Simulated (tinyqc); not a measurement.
From results back to parameters: quantum-confined Stark effect in a modulator well. Five cases, with inputs chosen for the exercise.

Problem. The shift of E_e + E_h was computed from a hidden field.

Envelopes on cells of 0.5 angstrom over the well |z| < L/2 and 45 angstrom of barrier on each side, psi = 0 beyond, psi'/m continuous (mean mass between points), c = hbar^2/2m0. The electron sees + e F z and the hole - e F z, each with its offset in the barriers; 1 kV/cm = 1e-5 eV/angstrom. Light holes, band mixing and escape by tunnelling are left out.

Constants: hbar^2/2m0 = 3.80998211 eV angstrom^2.

Case 1.

Values chosen (near those of a GaAs well in AlGaAs; the results hold for these values, not for the real material): L = 94 angstrom (well width); Vc = 0.253 eV (conduction offset); Vv = 0.143 eV (heavy-hole offset); me = 0.0696 m0 (electron, well); meb = 0.0925 m0 (electron, barrier); mh = 0.349 m0 (heavy hole along z, well); mhb = 0.398 m0 (heavy hole, barrier).

shift = -13.941 meV

Case 2.

Values chosen (near those of an InGaAs well in InAlAs; the results hold for these values, not for the real material): L = 140 angstrom (well width); Vc = 0.508 eV (conduction offset); Vv = 0.186 eV (heavy-hole offset); me = 0.0423 m0 (electron, well); meb = 0.0728 m0 (electron, barrier); mh = 0.359 m0 (heavy hole along z, well); mhb = 0.414 m0 (heavy hole, barrier).

shift = -40.010 meV

Case 3.

Values chosen (near those of a GaAs well in AlGaAs; the results hold for these values, not for the real material): L = 148 angstrom (well width); Vc = 0.248 eV (conduction offset); Vv = 0.138 eV (heavy-hole offset); me = 0.0692 m0 (electron, well); meb = 0.0885 m0 (electron, barrier); mh = 0.347 m0 (heavy hole along z, well); mhb = 0.407 m0 (heavy hole, barrier).

shift = -11.596 meV

Case 4.

Values chosen (near those of a Ge well in SiGe, direct gap; the results hold for these values, not for the real material): L = 112 angstrom (well width); Vc = 0.402 eV (conduction offset); Vv = 0.114 eV (heavy-hole offset); me = 0.0405 m0 (electron, well); meb = 0.0566 m0 (electron, barrier); mh = 0.218 m0 (heavy hole along z, well); mhb = 0.225 m0 (heavy hole, barrier).

shift = -11.463 meV

Case 5.

Values chosen (near those of an InGaAsP well in InP; the results hold for these values, not for the real material): L = 136 angstrom (well width); Vc = 0.195 eV (conduction offset); Vv = 0.296 eV (heavy-hole offset); me = 0.0495 m0 (electron, well); meb = 0.0761 m0 (electron, barrier); mh = 0.363 m0 (heavy hole along z, well); mhb = 0.52 m0 (heavy hole, barrier).

shift = -40.977 meV

Find: F; local exponent d ln(shift)/d ln F.

Solution. The shift grows steadily in size with F, so bisection finds one value; its slope is -e times the separation of the carriers.

Case 1.

F = 84.0 kV/cm
local exponent d ln(shift)/d ln F = 1.81

Case 2.

F = 97.0 kV/cm
local exponent d ln(shift)/d ln F = 1.54

Case 3.

F = 38.0 kV/cm
local exponent d ln(shift)/d ln F = 1.71

Case 4.

F = 66.0 kV/cm
local exponent d ln(shift)/d ln F = 1.83

Case 5.

F = 96.0 kV/cm
local exponent d ln(shift)/d ln F = 1.58

Computed by tinyqc, one run a case: `OMP_NUM_THREADS=1 python tinyqc.py N N+1 out.jsonl` with N = 1251188, 1251241, 1251246, 1251281, 1251336; one thread of a shared Intel(R) Xeon(R) Processor @ 2.30GHz, about 0.3 s a run at most.
